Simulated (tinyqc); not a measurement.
Inside a calculation. Method: plane-wave Kohn-Sham cycle with exchange-only LDA in a layered model solid. One step of it, computed by the program tinyqc.

Problem. Iteration 2: levels at that k. Diagonalise the Hermitian matrix.

H (hartree):
```
           -2         -1         +0         +1         +2
-2   0.769131  -0.125750   0.004315   0.002079   0.000299
-1  -0.125750   0.054029  -0.125750   0.004315   0.002079
+0   0.004315  -0.125750  -0.184339  -0.125750   0.004315
+1   0.002079   0.004315  -0.125750   0.054029  -0.125750
+2   0.000299   0.002079   0.004315  -0.125750   0.769131
```

Give: eigenvalues.

Solution.

eigenvalues (hartree): -0.2810  0.0277  0.1327  0.7909  0.7917
